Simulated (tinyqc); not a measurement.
Classical Heisenberg spin chain: exact results, Metropolis, heat-bath and over-relaxation steps, and a Monte Carlo run: one step, computed by the program tinyqc. Command: `OMP_NUM_THREADS=1 python tinyqc.py 3130115 3130116 out.jsonl heismc walk`. One thread of a shared host (Intel(R) Xeon(R) Processor @ 2.30GHz), about 0.2 s of CPU time with the checks.

E = -J sum_i s_i . s_(i+1) for unit vectors s_i on an open chain; K = J/(k_B T).

Task: Four single-spin steps. The given spins are first normalised. Spins 2 and 3 are updated in turn, with h = K (sum of the two neighbours). Trial spin with z = 2 r1 - 1 and azimuth 2 pi r2; it is accepted if r3 < min(1, exp(h . s_trial - h . s_old)).

Inputs (values chosen for the exercise, for a model chain of large moments): temperature T = 25.7 K.

Update: Metropolis.

four neighbouring spins (rows; components x, y, z):
```
        1        2        3
1  0.4061   0.3244  -0.8543
2  0.3185  -0.6586  -0.6818
3  0.2443  -0.5416   0.8044
4  0.4081  -0.6118  -0.6776
```

random numbers, one row a step:
```
        1       2       3
1  0.9480  0.8113  0.9797
2  0.4058  0.1660  0.5292
3  0.3984  0.7541  0.5840
4  0.2178  0.4486  0.4106
```

K = -2.528611

Give: the table «Steps» with the columns |h|, h . s before, h . s trial, acceptance, accepted, x, y, z.

Result:

Steps:

| spin | \|h\| | h . s before | h . s trial | acceptance | accepted | x | y | z |
|---|---|---|---|---|---|---|---|---|
| 2 | 1.738 | -0.972 | -0.387 | 1.000 | yes | 0.1668 | -0.4115 | 0.8960 |
| 3 | 3.019 | -2.201 | 1.580 | 1.000 | yes | 0.4946 | 0.8485 | -0.1884 |
| 2 | 4.575 | 3.203 | 2.310 | 0.409 | no | 0.1668 | -0.4115 | 0.8960 |
| 3 | 3.019 | 1.580 | 2.128 | 1.000 | yes | -0.7828 | 0.2620 | -0.5644 |
